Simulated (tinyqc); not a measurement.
Inside a calculation. Method: lattice vibrations of a chain. Computed by tinyqc, a small Python program that keeps every step. Command: `OMP_NUM_THREADS=1 python tinyqc.py 25732 25733 out.jsonl` (the two numbers bound the seeds that draw the settings). One thread of a shared host (Intel(R) Xeon(R) Processor @ 2.60GHz), about 0.01 s of CPU time with the checks.

## Dynamical matrix at q = 0.07

A chain moving along its axis:
```
atom   mass (u)  spring to the next atom (eV/angstrom^2)
1     95.400000                                 3.700000
2     63.900000                                 3.100000
3     48.200000                                28.400000
4     42.300000                                29.200000
```

q is in units of 2 pi/a. A spring k from atom i to atom j, n cells on, adds k to Phi_ii and Phi_jj, -k exp(2 pi i q n) to Phi_ij and the conjugate to Phi_ji (for one atom a cell: 2k (1 - cos 2 pi q n)); D_ij = Phi_ij / sqrt(m_i m_j).

D(q) (eV/(angstrom^2 u)):
```
                     1          2          3                    4
1             0.344864  -0.047389   0.000000  -0.415914+0.195715i
2            -0.047389   0.106416  -0.055858             0.000000
3             0.000000  -0.055858   0.653527            -0.628962
4  -0.415914-0.195715i   0.000000  -0.628962             1.361702
```

## Frequencies

omega^2 are the eigenvalues; wavenumber = 521.4708 sqrt(eigenvalue) 1/cm.

eigenvalues: 0.001164  0.139730  0.487414  1.838201

wavenumbers (1/cm): 17.8  194.9  364.1  707.0

weights |e|^2 of the mass-weighted modes:
```
          mode 1    mode 2    mode 3    mode 4
atom 1  0.384051  0.141149  0.405751  0.069049
atom 2  0.252502  0.744452  0.002591  0.000456
atom 3  0.193284  0.049568  0.551837  0.205311
atom 4  0.170163  0.064832  0.039820  0.725185
```

## Dispersion and heat capacity

C/k_B per atom = mean over q = (j + 1/2)/80, j = 0..39 and all branches of y^2 e^y/(e^y - 1)^2, y = hc wavenumber / k_B T.

Wavenumbers (1/cm):
```
q          branch 1    branch 2    branch 3    branch 4
0.000000   0.000000  196.157897  363.826291  707.018273
0.062500  15.889974  195.176236  364.017518  707.012957
0.125000  31.590516  192.292958  364.557094  706.997816
0.187500  46.885683  187.692976  365.351270  706.975147
0.250000  61.492682  181.693096  366.268438  706.948393
0.312500  74.983079  174.788984  367.165489  706.921624
0.375000  86.616102  167.795632  367.911029  706.898918
0.437500  95.042127  162.125766  368.401868  706.883741
0.500000  98.250050  159.831802  368.572876  706.878410
```

Heat capacity:
```
T (K)  C/k_B per atom
20           0.093873
50           0.232740
100          0.417055
200          0.648180
300          0.781196
600          0.928001
1200         0.980476
```

zero-point energy per atom = 20.317908 meV
